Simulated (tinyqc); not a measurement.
Changing the exponent s: Hall factor, magnetoresistance and optical conductivity for a power-law relaxation time. Computed by tinyqc, a small Python program. Command: `OMP_NUM_THREADS=1 python tinyqc.py 3026466 3026467 out.jsonl magneto sweep`. One thread of a shared host (Intel(R) Xeon(R) Processor @ 2.30GHz), about 0.01 s of CPU time with the checks.

One spherical parabolic band, tau(E) = tau_0 x^s with x = E/(k_B T). Landau quantisation is left out.

Inputs (values chosen for the exercise, with a mass close to that of electrons in GaN):
```
quantity                 value  unit
effective mass m           0.2   m_0
tau_0                      130    fs
reduced Fermi level eta     -8     -
temperature T              500     K
```

Constants: m_0 = 9.1093837015e-31 kg; k_B = 1.380649e-23 J/K; hbar = 1.054571817e-34 J s; e = 1.602176634e-19 C.

Method:
- <y> = int y x^(3/2) f (1 - f) dx / int x^(3/2) f (1 - f) dx, f = 1/(1 + exp(x - eta)).
- Integrals over x = E/(k_B T) use 160 Gauss-Legendre points in u = sqrt(x) from 0 to sqrt(max(eta, 0) + 45).
- n = (2 m k_B T)^(3/2)/(3 pi^2 hbar^3) int x^(3/2) f (1 - f) dx; moments in units of tau_0.
- mu = e <tau>/m; weak field r_H = <tau^2>/<tau>^2 and MR = c (mu B)^2, c = <tau^3>/<tau>^3 - r_H^2; strong field r_H = 1 and MR = <tau> <1/tau> - 1.

One run for each value:
```
exponent s  weak-field Hall factor  saturation MR (%)  coefficient c
-0.50                        1.178          1.318e+01      3.792e-01
-0.35                        1.075          6.220e+00      1.104e-01
-0.20                        1.022          1.984e+00      2.572e-02
0.25                         1.028          3.119e+00      2.644e-02
0.50                         1.104          1.318e+01      1.055e-01
1.00                         1.400          6.666e+01      5.599e-01
1.50                         1.933          2.395e+02      2.154e+00
2.00                         2.828          1.066e+03      7.757e+00
```

What does the table show, and why?

Over the rows, weak-field Hall factor goes from 1.18 through a minimum among these rows, 1.02 at -0.200, to 2.83; saturation MR (%) goes from 13.2 through a minimum among these rows, 1.98 at -0.200, to 1070; coefficient c goes from 0.379 through a minimum among these rows, 0.0257 at -0.200, to 7.76. All three vanish or equal 1 at s = 0 and grow with |s| on either side, since only the spread of tau counts.

Extremes, crossings and ranges named in words are read from the listed rows.
